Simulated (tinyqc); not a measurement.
Permittivity and interface capacitance from two thicknesses.

Inverse problem. 1/C = t/(eps0 ek) + 2/ci for planar capacitors that differ only in thickness. Find ek, ci and the EOT of the interfaces, 2 x 3.9 eps0/ci.

Constants: eps0 = 8.8541878128e-14 F/cm where lengths are in cm. Results are converted to the units shown.

C at t = 3.4 and 10 nm (uF/cm^2): 11.584699  5.6741605

Answer. 1/C is a straight line in t: the slope gives ek and the intercept 2/ci. A single thickness would give only the effective permittivity; when the interfaces are a small part of 1/C, ci needs very accurate data.

ek = 82.90
ci = 50.00 uF/cm^2
EOT of the interfaces = 0.1381 nm

tinyqc, about 0.01 s, one thread, Intel Xeon 2.30GHz (shared host): `OMP_NUM_THREADS=1 python tinyqc.py 2102066 2102067 out.jsonl`
